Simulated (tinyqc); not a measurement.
Inside a calculation. Model: modulation-doped quantum well, Poisson-Schroedinger loop.

tinyqc, about 0.2 s, one thread, Intel Xeon 2.30GHz (shared host): `OMP_NUM_THREADS=1 python tinyqc.py 2140133 2140134 out.jsonl` Printed values are rounded.

A well of width L centred at z = 0 between barriers Vb; effective-mass electrons, parabolic bands. The electrons come from donor sheets outside the mesh, a share fL of Ns on the left and the rest on the right, so the structure is neutral. Energies are counted from the band edge of the well, with U = 0 on the first node in the Hartree part.

Parameters, values chosen for the exercise; material values close to those of In0.53Ga0.47As in InP:
```
symbol,value,unit,meaning
T,300,K,temperature
md,0.0419,m0,in-plane mass
Vb,0.25,eV,barrier height
eps_r,13.8,,relative permittivity (all layers)
L,8.8,nm,well width
hz,0.8,nm,mesh step
Ns,2e12,cm^-2,sheet density of electrons
fL,0.5,,share of the donors on the left side
Fz,0,kV/cm,applied field along z
a,0.7,,mixing factor
```

Constants: q = 1.602176634e-19 C, kB = 1.380649e-23 J/K, hbar = 1.054571817e-34 J s, m0 = 9.1093837015e-31 kg, Vt = kB T/q, eps0 = 8.8541878128e-14 F/cm where lengths are in cm, hbar^2/(2 m0) = 0.0380998212 eV nm^2. Results are converted to the units shown.

Range of the model: The highest level kept or the Fermi level comes near the barrier edge at an end of the mesh, so the hard walls there affect the result. The Fermi level lies more than 0.15 eV above the band edge, where non-parabolicity matters for so light a mass. The highest level kept holds over 3 % of the electrons, so higher levels would take a share too.

## Fixed part of the potential

| node | z (nm) |
|---|---|
| 1 | -6.4 |
| 2 | -5.6 |
| 3 | -4.8 |
| 4 | -4 |
| 5 | -3.2 |
| 6 | -2.4 |
| 7 | -1.6 |
| 8 | -0.8 |
| 9 | 0 |
| 10 | 0.8 |
| 11 | 1.6 |
| 12 | 2.4 |
| 13 | 3.2 |
| 14 | 4 |
| 15 | 4.8 |
| 16 | 5.6 |
| 17 | 6.4 |

V0 = 0 in the well and Vb outside, plus q Fz z (1 kV/cm = 1e-4 eV/nm).

| node | fixed potential V0 (eV) |
|---|---|
| 1 | 0.250000 |
| 2 | 0.250000 |
| 3 | 0.250000 |
| 4 | 0.000000 |
| 5 | 0.000000 |
| 6 | 0.000000 |
| 7 | 0.000000 |
| 8 | 0.000000 |
| 9 | 0.000000 |
| 10 | 0.000000 |
| 11 | 0.000000 |
| 12 | 0.000000 |
| 13 | 0.000000 |
| 14 | 0.000000 |
| 15 | 0.250000 |
| 16 | 0.250000 |
| 17 | 0.250000 |

## Round 1: levels and probability densities

| node | self-consistent potential U at the start (eV) |
|---|---|
| 1 | 0 |
| 2 | 0 |
| 3 | 0 |
| 4 | 0 |
| 5 | 0 |
| 6 | 0 |
| 7 | 0 |
| 8 | 0 |
| 9 | 0 |
| 10 | 0 |
| 11 | 0 |
| 12 | 0 |
| 13 | 0 |
| 14 | 0 |
| 15 | 0 |
| 16 | 0 |
| 17 | 0 |

mass on the intervals 1/2, 3/2, ... (mean of both at an interface) (m0): [0.0817, 0.0817, 0.0817, 0.06105, 0.0404, 0.0404, 0.0404, 0.0404, 0.0404, 0.0404, 0.0404, 0.0404, 0.0404, 0.0404, 0.06105, 0.0817, 0.0817, 0.0817]

Tridiagonal Hamiltonian with psi = 0 one step beyond both ends: H_ii = C (1/m_(i-1/2) + 1/m_(i+1/2))/hz^2 + V0_i + U_i, H_(i,i+1) = -C/(m_(i+1/2) hz^2), C = hbar^2/(2 m0). The lowest 2 level(s) are kept, normalised to hz sum |psi|^2 = 1.

levels (eV): E1 0.046616, E2 0.196790

| node | \|psi\|^2 of E1 (1/nm) | \|psi\|^2 of E2 (1/nm) |
|---|---|---|
| 1 | 0.001368 | 0.007397 |
| 2 | 0.007105 | 0.031788 |
| 3 | 0.024063 | 0.080427 |
| 4 | 0.057796 | 0.142702 |
| 5 | 0.083659 | 0.151806 |
| 6 | 0.108189 | 0.122117 |
| 7 | 0.128305 | 0.068966 |
| 8 | 0.141482 | 0.019797 |
| 9 | 0.146067 | 0.000000 |
| 10 | 0.141482 | 0.019797 |
| 11 | 0.128305 | 0.068966 |
| 12 | 0.108189 | 0.122117 |
| 13 | 0.083659 | 0.151806 |
| 14 | 0.057796 | 0.142702 |
| 15 | 0.024063 | 0.080427 |
| 16 | 0.007105 | 0.031788 |
| 17 | 0.001368 | 0.007397 |

## Round 1: Fermi level and occupations

Level k holds N_k = D_k Vt ln(1 + exp((EF - E_k)/Vt)) with D = md m0 q/(pi hbar^2) per eV (spin included); EF is fixed by sum N_k = Ns.

EF = 0.155704 eV
N_k (cm^-2): E1 1.91597e12, E2 8.40303e10

## Round 1: density, output potential and mixing

n_i = sum_k N_k |psi_k|^2 (converted to cm^-3). Hartree part by Gauss: on the interval after node i the enclosed sheet charge is S_i = fL Ns - hz sum_(j<=i) n_j, and U_(i+1) = U_i + q S_i hz/(eps0 eps_r) in eV, U_1 = 0. Mixing: U(new) = U + a (U(out) - U).

| node | n (1e18 cm^-3) | U(out) (eV) | U after round 1 (eV) |
|---|---|---|---|
| 1 | 0.03242 | 0.0000000 | 0.0000000 |
| 2 | 0.16284 | 0.0104627 | 0.0073239 |
| 3 | 0.52862 | 0.0207888 | 0.0145522 |
| 4 | 1.22726 | 0.0306712 | 0.0214699 |
| 5 | 1.73045 | 0.0395238 | 0.0276667 |
| 6 | 2.17548 | 0.0469242 | 0.0328469 |
| 7 | 2.51624 | 0.0524989 | 0.0367492 |
| 8 | 2.72740 | 0.0559620 | 0.0391734 |
| 9 | 2.79860 | 0.0571362 | 0.0399954 |
| 10 | 2.72740 | 0.0559620 | 0.0391734 |
| 11 | 2.51624 | 0.0524989 | 0.0367492 |
| 12 | 2.17548 | 0.0469242 | 0.0328469 |
| 13 | 1.73045 | 0.0395238 | 0.0276667 |
| 14 | 1.22726 | 0.0306712 | 0.0214699 |
| 15 | 0.52862 | 0.0207888 | 0.0145522 |
| 16 | 0.16284 | 0.0104627 | 0.0073239 |
| 17 | 0.03242 | 0.0000000 | 0.0000000 |

## Round 2: levels and probability densities

As before.

levels (eV): E1 0.079572, E2 0.222214

| node | \|psi\|^2 of E1 (1/nm) | \|psi\|^2 of E2 (1/nm) |
|---|---|---|
| 1 | 0.001640 | 0.008334 |
| 2 | 0.008182 | 0.034620 |
| 3 | 0.026402 | 0.083986 |
| 4 | 0.061075 | 0.144327 |
| 5 | 0.086086 | 0.150368 |
| 6 | 0.108465 | 0.118642 |
| 7 | 0.125907 | 0.065973 |
| 8 | 0.136911 | 0.018750 |
| 9 | 0.140663 | 0.000000 |
| 10 | 0.136911 | 0.018750 |
| 11 | 0.125907 | 0.065973 |
| 12 | 0.108465 | 0.118642 |
| 13 | 0.086086 | 0.150368 |
| 14 | 0.061075 | 0.144327 |
| 15 | 0.026402 | 0.083986 |
| 16 | 0.008182 | 0.034620 |
| 17 | 0.001640 | 0.008334 |

## Round 2: Fermi level and occupations

As before.

EF = 0.187455 eV
N_k (cm^-2): E1 1.89519e12, E2 1.04811e11

## Round 2: density, output potential and mixing

As before.

| node | n (1e18 cm^-3) | U(out) (eV) | U after round 2 (eV) |
|---|---|---|---|
| 1 | 0.03981 | 0.0000000 | 0.0000000 |
| 2 | 0.19136 | 0.0104565 | 0.0095167 |
| 3 | 0.58839 | 0.0207525 | 0.0188924 |
| 4 | 1.30876 | 0.0305546 | 0.0278292 |
| 5 | 1.78910 | 0.0392585 | 0.0357809 |
| 6 | 2.17997 | 0.0464609 | 0.0423767 |
| 7 | 2.45532 | 0.0518340 | 0.0473086 |
| 8 | 2.61437 | 0.0551465 | 0.0503546 |
| 9 | 2.66584 | 0.0562651 | 0.0513842 |
| 10 | 2.61437 | 0.0551465 | 0.0503546 |
| 11 | 2.45532 | 0.0518340 | 0.0473086 |
| 12 | 2.17997 | 0.0464609 | 0.0423767 |
| 13 | 1.78910 | 0.0392585 | 0.0357809 |
| 14 | 1.30876 | 0.0305546 | 0.0278292 |
| 15 | 0.58839 | 0.0207525 | 0.0188924 |
| 16 | 0.19136 | 0.0104565 | 0.0095167 |
| 17 | 0.03981 | 0.0000000 | 0.0000000 |

## Course of the self-consistent loop

Start from U = 0. Stop when the largest |U(out) - U| is below 1e-7 eV, or after 120 rounds.

Course of the iteration:

| round | level E1 (eV) | EF (eV) | largest \|U(out) - U\| (eV) |
|---|---|---|---|
| 1 | 0.0466157 | 0.155704 | 0.0571 |
| 2 | 0.0795720 | 0.187455 | 0.0163 |
| 3 | 0.0890232 | 0.196537 | 4.63e-3 |
| 4 | 0.0917432 | 0.199153 | 1.32e-3 |
| 5 | 0.0925279 | 0.199909 | 3.76e-4 |
| 6 | 0.0927547 | 0.200128 | 1.07e-4 |
| 7 | 0.0928204 | 0.200192 | 3.07e-5 |
| 8 | 0.0928394 | 0.200210 | 8.82e-6 |
| 9 | 0.0928450 | 0.200215 | 2.53e-6 |
| 10 | 0.0928466 | 0.200217 | 7.31e-7 |
| 11 | 0.0928470 | 0.200218 | 2.12e-7 |
| 12 | 0.0928472 | 0.200218 | 6.16e-8 |

Converged in 12 rounds. Towards the end the residual shrinks by a factor of about 0.29 a round.

## Converged levels, occupations and centroid

| node | converged U (eV) |
|---|---|
| 1 | 0.0000000 |
| 2 | 0.0104537 |
| 3 | 0.0207363 |
| 4 | 0.0305042 |
| 5 | 0.0391468 |
| 6 | 0.0462695 |
| 7 | 0.0515628 |
| 8 | 0.0548166 |
| 9 | 0.0559135 |
| 10 | 0.0548166 |
| 11 | 0.0515628 |
| 12 | 0.0462695 |
| 13 | 0.0391468 |
| 14 | 0.0305042 |
| 15 | 0.0207363 |
| 16 | 0.0104537 |
| 17 | 0.0000000 |

Solve for the levels with V0 + U, find EF, n_i = sum_k N_k |psi_k|^2 (in cm^-3); share of each level N_k/Ns; centroid sum n z/sum n.

levels (eV): E1 0.092847, E2 0.232622
EF = 0.200218 eV
shares (%): E1 94.3177, E2 5.6823

| node | n (1e18 cm^-3) |
|---|---|
| 1 | 0.04318 |
| 2 | 0.20388 |
| 3 | 0.61329 |
| 4 | 1.34099 |
| 5 | 1.81103 |
| 6 | 2.18006 |
| 7 | 2.43035 |
| 8 | 2.57007 |
| 9 | 2.61433 |
| 10 | 2.57007 |
| 11 | 2.43035 |
| 12 | 2.18006 |
| 13 | 1.81103 |
| 14 | 1.34099 |
| 15 | 0.61329 |
| 16 | 0.20388 |
| 17 | 0.04318 |

centroid = 0 nm

With 400 intervals across the well and the same walls, E2 - E1 = 141.2 meV and EF - E1 = 107.6 meV; this mesh gives 139.8 and 107.4 meV.
